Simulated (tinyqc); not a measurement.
What each parameter does: interface roughness in a thin film (subband fluctuation and scattering).

Square well of width t, barriers V0, c = hbar^2/2m0: E1 solves k t + 2 atan[(k/mz)/(kappa/mb)] = pi, k = sqrt(mz E/c), kappa = sqrt(mb (V0 - E)/c). One interface is rough, so the subband edge fluctuates by G dt with G = |dE1/dt| (central difference of 0.01 angstrom; 2 E1/t for hard walls).

Gaussian roughness spectrum S(q) = pi D^2 Lc^2 exp(-q^2 Lc^2/4). Degenerate gas, taken to fill one subband (the second starts to fill once c kF^2/md exceeds E2 - E1, which is not tested here): kF = sqrt(2 pi Ns/gv), q = 2 kF sin(theta/2), 1/tau = (md/(2 pi c hbar)) G^2 times the integral from 0 to pi of S(q)(1 - cos theta)/eps(q)^2 dtheta, eps(q) = 1 + qs/q with screening (qs = gv md q0/(c eps), q0 = e^2/(4 pi eps0), form factors left out, which overstates the screening; other scattering is left out too, so these values lie far above measured mobilities in all but the thinnest films) or 1 without; mobility = tau c2/md with c2 = e/m0 = 1.75882e15 cm^2/(V s^2); 1e12/cm^2 = 1e-4/angstrom^2.

Constants: hbar^2/2m0 = 3.80998211 eV angstrom^2; hbar = 6.58211957e-16 eV s; e^2/(4 pi eps0) = 14.39964547 eV angstrom.

Parameters, chosen for this exercise (near those of a thin InGaAs channel; shifted at random, so the results belong to these values and not to a real crystal): t = 82 angstrom (film thickness); mz = 0.045 m0 (confinement mass); V0 = 2.01 eV (barrier); mb = 0.26 m0 (barrier mass); md = 0.044 m0 (mass in the plane); gv = 1 (valleys); D = 3 angstrom (rms height of the roughness); Lc = 16 angstrom (correlation length); Ns = 0.65 x 1e12/cm^2 (sheet density); eps = 11.1 (mean dielectric constant at the channel).

G, G D, and the screened mobility.

One parameter was then changed.

Results before and after:

| case | G (meV/angstrom) | G D (meV) | mobility (cm^2/(V s)) |
|---|---|---|---|
| base | 1.221 | 3.66 | 9.611e+05 |
| changed | 1.038 | 3.11 | 1.331e+06 |

Which of these changes was made? (a) D = 3.9 angstrom; (b) md = 0.051 m0; (c) V0 = 1.41 eV; (d) Ns = 1.04 x 1e12/cm^2; (e) eps = 13.3; (f) t = 88 angstrom; (g) mz = 0.052 m0; (h) Lc = 24 angstrom.

Answer: (f) t = 88 angstrom. Of the candidates, run in turn, only this one gives the changed row.

All candidates:

| case | G (meV/angstrom) | G D (meV) | mobility (cm^2/(V s)) |
|---|---|---|---|
| base | 1.221 | 3.66 | 9.611e+05 |
| t = 88 angstrom | 1.038 | 3.11 | 1.331e+06 |
| D = 3.9 angstrom | 1.221 | 4.76 | 5.687e+05 |
| Lc = 24 angstrom | 1.221 | 3.66 | 4.729e+05 |
| Ns = 1.04 x 1e12/cm^2 | 1.221 | 3.66 | 8.844e+05 |
| mz = 0.052 m0 | 1.163 | 3.49 | 1.060e+06 |
| md = 0.051 m0 | 1.221 | 3.66 | 7.861e+05 |
| V0 = 1.41 eV | 1.071 | 3.21 | 1.250e+06 |
| eps = 13.3 | 1.221 | 3.66 | 8.668e+05 |

In the base case G D is 0.1 times EF - E1 = 35.4 meV.

Run: tinyqc, `OMP_NUM_THREADS=1 python tinyqc.py 1250605 1250606 out.jsonl`; Intel(R) Xeon(R) Processor @ 2.30GHz, one thread, shared host; about 0.01 s of CPU time with all checks.
